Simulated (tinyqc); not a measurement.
Gated two-dimensional channel with two bands, quantum capacitance: two steps of the calculation.

phi is the Fermi level above the lowest band edge, in volts; Vg is counted from the gate voltage at which an empty channel would have phi = 0. The channel has no thickness; trap charge is -q Dit phi.

Values chosen for this exercise; lowest band close to that of a thin silicon body: temperature T = 300 K; relative permittivity of the gate insulator (close to silicon dioxide) eox = 3.9; insulator thickness tox = 7 nm; in-plane mass md = 0.197 m0; valley degeneracy gv = 2; in-plane mass of a second band, chosen freely m2 = 0.29 m0; valley degeneracy of that band, chosen freely g2 = 4; second band edge above the first E2 = 0.21 eV; density of traps Dit = 0 cm^-2 eV^-1; gate voltage Vg = 0.57 V.

Constants: q = 1.602176634e-19 C, kB = 1.380649e-23 J/K, hbar = 1.054571817e-34 J s, m0 = 9.1093837015e-31 kg, Vt = kB T/q, eps0 = 8.8541878128e-14 F/cm where lengths are in cm. Results are converted to the units shown.

Question 1. Gate capacitance. Cox = eps0 eox/tox.

Find: Cox.

Answer 1.

Cox = 0.49330 uF/cm^2

Question 2. New phi. D1 = gv md m0 q/(pi hbar^2), D2 = g2 m2 m0 q/(pi hbar^2) per eV; n1 = D1 Vt ln(1 + exp(phi/Vt)), n2 = D2 Vt ln(1 + exp((phi - E2)/Vt)), n = n1 + n2; Cq = q dn/dphi = q [D1/(1 + exp(-phi/Vt)) + D2/(1 + exp((E2 - phi)/Vt))]. Newton: f = phi + q (n + Dit phi)/Cox - Vg, phi(new) = phi - f/(1 + (Cq + q Dit)/Cox).

phi at the start = 0.01 V
Cox = 0.49330475 uF/cm^2

Wanted: n1; n2; Cq; f; phi after iteration 1.

Answer 2.

n1 = 3.851e12 cm^-2
n2 = 5.469e9 cm^-2
Cq = 15.74 uF/cm^2
f = 0.6926 V
phi after iteration 1 = -0.01105 V

Program tinyqc, `OMP_NUM_THREADS=1 python tinyqc.py 2200114 2200115 out.jsonl`; Intel Xeon 2.30GHz, shared host, one thread, about 0.01 s.
